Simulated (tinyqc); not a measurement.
Exact and approximate surface terms: size effects in the resistivity of thin metal films and interconnect lines. Computed by tinyqc, a small Python program. Command: `OMP_NUM_THREADS=1 python tinyqc.py 3016498 3016499 out.jsonl size walk`. One thread of a shared host (Intel(R) Xeon(R) Processor @ 2.30GHz), about 0.01 s of CPU time with the checks.

Electrons lose their drift at surfaces (a share 1 - p of the hits) and at grain boundaries (reflection R), besides bulk scattering.

Inputs (values chosen for the exercise, modelled on copper): bulk mean free path lambda = 41.5 nm; specularity p = 0.

Geometry: film.

Method. Fuchs-Sondheimer film: rho_b/rho = 1 - (3/(2 kappa))(1 - p) int_0^1 (s - s^3)(1 - exp(-kappa/s))/(1 - p exp(-kappa/s)) ds, f = rho/rho_b, kappa = thickness/lambda, 80 Gauss-Legendre points. Thick-film form 1 + 3 (1 - p)/(8 kappa); thin-film form (4/3)((1 - p)/(1 + p))/(kappa ln(1/kappa)).

Rho/rho_b:
```
kappa      h (nm)   exact  thick-film form  thin-film form
0.01   4.1500e-01  26.484          38.5000          28.953
0.02   8.3000e-01  15.333          19.7500          17.041
0.05   2.0750e+00   7.728           8.5000           8.902
0.1    4.1500e+00   4.782           4.7500           5.791
0.2    8.3000e+00   3.096           2.8750           4.142
0.5    2.0750e+01   1.916           1.7500               -
1      4.1500e+01   1.462           1.3750               -
2      8.3000e+01   1.221           1.1875               -
5      2.0750e+02   1.081           1.0750               -
10     4.1500e+02   1.039           1.0375               -
```

What follows from these numbers?

The thick-film form is within 5 % down to kappa = 2; at kappa = 0.01 it is 1.45 times the exact value and the thin-film form 1.09 times. The resistivity doubles between 8.30 and 20.8 nm. Rows thinner than about 5 nm only illustrate the formulas.

Extremes, crossings and ranges named in words are read from the listed rows.
